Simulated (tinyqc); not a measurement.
Ion-assisted plasma etching: sheath, surface coverage, synergy and aspect-ratio dependence: one step, computed by the program tinyqc.

Radicals adsorb on bare sites; ions remove covered sites with a high yield and bare sites by sputtering; a slow spontaneous reaction acts everywhere, walls included.

Question. Sheath and ion angles. Debye length lambda_D = sqrt(eps_0 T_e/(e n_s)) with n_s = 0.61 n_e, T_e in volts; Child-law sheath d = (sqrt2/3) lambda_D (2 V/T_e)^(3/4); ion energy E = V + T_e/2; angular spread = arctan(sqrt(T_i/E)).

Inputs (values chosen for the exercise, close to those used for silicon in a halogen plasma):
```
quantity,value,unit
plasma density n_e,1.6e+10,1/cm^3
electron temperature T_e,4.1,eV
sheath voltage V,390,V
ion temperature T_i,0.51,eV
```

Feature: long trench.

Constants: eps_0 = 8.8541878128e-12 F/m; e = 1.602176634e-19 C.

Give: Debye length; sheath thickness; ion energy E; angular spread.

Answer.

Debye length = 152.4 um

sheath thickness = 3679 um

ion energy E = 392.05 eV

angular spread = 2.066 degrees

Caution: a sheath of several millimetres is collisional at usual pressures, which lowers the ion energy and widens the angles.
